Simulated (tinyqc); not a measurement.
Transfer between valleys with doping: electrons shared among three sets of ellipsoidal valleys.

F_j(eta) = (1/Gamma(j + 1)) integral_0^infinity x^j dx/(1 + exp(x - eta)), which tends to exp(eta) for eta << 0.

Sets L, Gamma, Delta: N_i = M_i times N = 2 (m kB T/(4 pi c))^(3/2) with c = hbar^2/2m0, in 1/angstrom^3; times 1e24 for 1/cm^3, m = (ml mt^2)^(1/3); n = sum_i N_i F_1/2((EF - dE_i)/kT), energies from the edge of the first set; mu_drift = sum of share times mobility.

Constants: hbar^2/2m0 = 3.80998211 eV angstrom^2; kB = 8.617333262e-05 eV/K.

Parameters, chosen for this exercise (masses and offsets near those of Ge; mobilities are free inputs, held fixed; not measured data): dE = (0, 0.171, 0.202) eV (edges of L, Gamma, Delta above the first); M = (4, 1, 6) (valleys in each set); ml = (1.637, 0.042, 0.892) m0 (longitudinal masses of L, Gamma, Delta); mt = (0.0781, 0.042, 0.1938) m0 (transverse masses); mu = (3900, 21000, 880) cm^2/(V s) (mobility of each set); T = 400 K.

Parabolic valleys; band tails and gap narrowing are left out.

Populations:

| n (1/cm^3) | EF (eV) | share L | share Gamma | share Delta | mu_drift |
|---|---|---|---|---|---|
| 1.0e+16 | -0.2534 | 0.9921 | 0.0001 | 0.0078 | 3879 |
| 1.0e+17 | -0.1739 | 0.9921 | 0.0002 | 0.0078 | 3879 |
| 1.0e+18 | -0.0938 | 0.9919 | 0.0002 | 0.0079 | 3879 |
| 3.0e+18 | -0.0544 | 0.9915 | 0.0002 | 0.0083 | 3878 |
| 1.0e+19 | -0.0076 | 0.9901 | 0.0002 | 0.0097 | 3874 |
| 3.0e+19 | 0.0451 | 0.9849 | 0.0003 | 0.0149 | 3860 |
| 1.0e+20 | 0.1317 | 0.9462 | 0.0010 | 0.0529 | 3757 |

The share of L goes from 0.992 to 0.946 and the mean mobility from 3879 to 3757 cm^2/(V s). L holds more than Gamma throughout. The share of Delta is at most 0.053.

Computed by tinyqc, a small Python program: `OMP_NUM_THREADS=1 python tinyqc.py 1680336 1680337 out.jsonl` (the numbers bound the seed that draws the inputs); one thread of a shared host (Intel(R) Xeon(R) Processor @ 2.30GHz), about 0.02 s for the whole set of steps.
